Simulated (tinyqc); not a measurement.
Binary melting diagram from solution models of liquid and solid: one step, computed by the program tinyqc. Command: `OMP_NUM_THREADS=1 python tinyqc.py 3016286 3016287 out.jsonl melt walk`. One thread of a shared host (Intel(R) Xeon(R) Processor @ 2.30GHz), about 0.01 s of CPU time with the checks.

x is the fraction of B. In a phase with interaction L: mu_A = G_A + R T ln(1 - x) + L x^2, mu_B = G_B + R T ln x + L (1 - x)^2. Melting: G(liquid) - G(solid) = H (1 - T/T_m) for each pure component.

Task: Freezing of the alloy x0. Liquid against pure solid A: T = (H_A + L_L x^2)/(H_A/T_A - R ln(1 - x)); against pure solid B: T = (H_B + L_L (1 - x)^2)/(H_B/T_B - R ln x). Primary solid forms at the higher branch; just above T_E its mole fraction is (x_E - x0)/x_E for A or (x0 - x_E)/(1 - x_E) for B, and the rest freezes as eutectic, with B making up x_E of it.

Inputs (values chosen for the exercise, for a model alloy):
```
quantity                value    unit
melting point T_A        1125       K
melting point T_B         825       K
heat of melting H_A      30.6  kJ/mol
heat of melting H_B        35  kJ/mol
liquid interaction L_L   -8.3  kJ/mol
overall fraction x0      0.11       -
```

Diagram: eutectic with pure solids.

eutectic composition x_E = 0.6636046

eutectic temperature T_E = 743.1371 K

Constants: R = 8.314462618 J/(mol K).

Give: liquidus temperature; fraction of primary solid; freezing range.

Result:

liquidus temperature = 1083 K

fraction of primary solid = 0.8342

freezing range = 339.6 K

The primary solid is A.
